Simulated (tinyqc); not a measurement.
From a target to a composition: model-solid line-up of a strained alloy layer on a substrate.

Problem. A layer of the alloy is strained to the substrate, and its gap (Ec minus the top valence edge) is given. Find x between 0.02 and 0.37, where the gap is monotonic.

All values of the alloy are linear in x but the gap, Eg(x) = (1 - x) Eg_A + x Eg_B - C x (1 - x), and the valence edge, Ev(x) = (1 - x) Ev_A + x Ev_B + fv C x (1 - x); Ec = Ev + Eg. Ev is the top of the unstrained valence band on a scale common to all materials. In the layer only the Gamma valley of the conduction band is followed, also where an X or L valley would lie lower.

Coherent growth on a (001) face: e_par = (a_s - a)/a, e_perp = -2 (C12/C11) e_par; exx = eyy = e_par, ezz = e_perp, no shear.

Strained edges: Ec + ac tr(e); the valence edges are Ev plus the levels of the 6 x 6 matrix of X, Y, Z times spin with -Dso/3 + l exx + m (eyy + ezz) on the diagonal (cyclic), n exy off it, l = av + 2 b, m = av - b, n = sqrt(3) d. Spin-orbit term (Dso/3) L.sigma on X, Y, Z with (L_k)_ij = -i epsilon_kij: <X+|H|Y+> = -i Dso/3, <X+|H|Z-> = Dso/3, <Y+|H|Z-> = -i Dso/3, <Z+|H|X-> = -Dso/3, <Z+|H|Y-> = i Dso/3, <X-|H|Y-> = i Dso/3, and their conjugates; + and - are the spin along z.

Values chosen for the exercise (A near AlAs, B near GaAs, substrate near GaAs; the results hold for these values, not for the real material): a = (5.659, 5.65) angstrom (lattice constant of A, B); Eg = (3.109, 1.538) eV (gap at Gamma to the s-like level of A, B); Dso = (0.283, 0.343) eV (spin-orbit splitting of A, B); Ev = (-1.33, -0.81) eV (top of the unstrained valence band of A, B); ac = (-5.68, -7.15) eV (conduction deformation potential of A, B); av = (2.44, 1.17) eV (valence hydrostatic potential of A, B); b = (-2.3, -2) eV (tetragonal shear potential of A, B); d = (-3.45, -4.81) eV (trigonal shear potential of A, B); C11 = (125, 121.3) GPa (of A, B); C12 = (54.2, 56) GPa (of A, B); C44 = (54.3, 60.6) GPa (of A, B); C = 0.381 eV (bowing of the gap); fv = 0.2 (share of the bowing taken by the valence edge); a_s = 5.65 angstrom (substrate); face = 001 (growth face).

strained gap = 2.545951 eV

Find: x; e_par; gap of the relaxed alloy.

Solution. Bisect on x; the strained gap is 3.0778 eV at x = 0.02 and 2.4439 eV at x = 0.37.

x = 0.310
e_par = -0.110 %
gap of the relaxed alloy = 2.540 eV

Program tinyqc; command `OMP_NUM_THREADS=1 python tinyqc.py 1051080 1051081 out.jsonl`; about 0.02 s on one thread of a shared Intel(R) Xeon(R) Processor @ 2.30GHz.
